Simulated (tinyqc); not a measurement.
Inside a calculation. Model: carrier lifetime of a p-type layer with SRH, radiative, Auger and surface recombination.

Program tinyqc, `OMP_NUM_THREADS=1 python tinyqc.py 2300121 2300122 out.jsonl`; Intel Xeon 2.30GHz, shared host, one thread, about 0.01 s. Printed values are rounded.

Uniform excess density dn = dp (no trapping), n = n0 + dn, p = p0 + dn, Boltzmann statistics, full ionisation. Surfaces enter as a rate 2 S dn/d, which holds while diffusion to them is fast.

Parameters, values chosen for the exercise; band and dielectric values close to those of In0.53Ga0.47As: temperature T = 300 K; band gap Eg = 0.738 eV; conduction-band density of states at T Nc = 2.11e17 cm^-3; valence-band density of states at T Nv = 7.61e18 cm^-3; radiative coefficient B = 1.01e-10 cm^3/s; acceptor density N = 7.6e15 cm^-3; Auger coefficient (two electrons) Cn = 1.8e-29 cm^6/s; Auger coefficient (two holes) Cp = 6.8e-30 cm^6/s; trap density Nt = 1.1e12 cm^-3; capture cross-section for electrons sn = 5e-16 cm^2; capture cross-section for holes sp = 1e-14 cm^2; thermal velocity (both carriers) vth = 1.4e7 cm/s; trap level below the conduction band Et = 0.61 eV; surface recombination velocity (both faces) S = 0 cm/s; sample thickness d = 20 um; generation rate G = 4.5e21 cm^-3 s^-1.

Constants: q = 1.602176634e-19 C, kB = 1.380649e-23 J/K, Vt = kB T/q. Results are converted to the units shown.

## Equilibrium densities and SRH constants

ni = sqrt(Nc Nv) exp(-Eg/(2 Vt)), Eg in volts; majority density N/2 + sqrt(N^2/4 + ni^2), n0 p0 = ni^2; n1 = Nc exp(-Et/Vt), p1 = Nv exp((Et - Eg)/Vt); tn0 = 1/(sn vth Nt), tp0 = 1/(sp vth Nt).

ni = 8.01505e11 cm^-3
n0 = 8.45277e7 cm^-3
p0 = 7.60000e15 cm^-3
n1 = 1.19326e7 cm^-3
p1 = 5.38368e16 cm^-3
tn0 = 1.29870e-4 s
tp0 = 6.49351e-6 s

## Starting value

dn = 2e14 cm^-3.

dn at the start = 2e14 cm^-3

## Iteration 1: new dn

With e = n p - ni^2 = dn (n0 + p0 + dn): U_SRH = e/(tp0 (n + n1) + tn0 (p + p1)), U_rad = B e, U_Aug = (Cn n + Cp p) e, U_s = 2 S dn/d. Substitution: tau = dn/U with U the sum, dn(new) = G tau.

U_SRH = 1.94852e17 cm^-3 s^-1
U_rad = 1.57560e20 cm^-3 s^-1
U_Aug = 8.83584e16 cm^-3 s^-1
U_s = 0 cm^-3 s^-1
tau = 1.26708e-6 s
dn after iteration 1 = 5.70186e15 cm^-3

## Iteration 2: new dn

As before.

U_SRH = 8.66177e18 cm^-3 s^-1
U_rad = 7.66038e21 cm^-3 s^-1
U_Aug = 1.46447e19 cm^-3 s^-1
U_s = 0 cm^-3 s^-1
tau = 7.42073e-7 s
dn after iteration 2 = 3.33933e15 cm^-3

## Iteration 3: new dn

As before.

U_SRH = 4.33120e18 cm^-3 s^-1
U_rad = 3.68953e21 cm^-3 s^-1
U_Aug = 4.91312e18 cm^-3 s^-1
U_s = 0 cm^-3 s^-1
tau = 9.02820e-7 s
dn after iteration 3 = 4.06269e15 cm^-3

## Course of the iteration

Stop when the step is below 1e-10 of the value, or after 40 iterations.

Course of the iteration:
```
iteration  dn before the step (cm^-3)  step (cm^-3)
1                                2e14       5.50e15
2                          5.70186e15      -2.36e15
3                          3.33933e15       7.23e14
4                          4.06269e15      -2.53e14
5                          3.81008e15       8.46e13
6                          3.89466e15      -2.87e13
7                          3.86593e15       9.71e12
8                          3.87564e15      -3.29e12
9                          3.87235e15       1.11e12
...                               ...           ...
15                         3.87318e15        1.67e9
16                         3.87318e15       -5.66e8
17                         3.87318e15        1.92e8
18                         3.87318e15       -6.49e7
19                         3.87318e15        2.20e7
20                         3.87318e15       -7.43e6
21                         3.87318e15        2.52e6
22                         3.87318e15       -8.51e5
23                         3.87318e15        2.88e5
```

Converged in 23 iterations. At the solution d ln U/d ln dn = 1.34, so the logarithmic slope of the map is 1 - 1.34 = -0.34; its size is below 1, so substitution contracts.

## Lifetime, shares and quasi-Fermi splitting

converged dn = 3.87318e15 cm^-3

With e = n p - ni^2 = dn (n0 + p0 + dn): U_SRH = e/(tp0 (n + n1) + tn0 (p + p1)), U_rad = B e, U_Aug = (Cn n + Cp p) e, U_s = 2 S dn/d. tau = dn/U, shares of U, splitting Vt ln(n p/ni^2), radiative efficiency U_rad/U.

tau = 8.60707e-7 s
shares (%): SRH 0.1161, radiative 99.7380, Auger 0.1459, surface 0.0000
quasi-Fermi splitting = 0.466684 V

Radiative recombination takes the largest share. dn is 0.51 times the doping: intermediate injection.
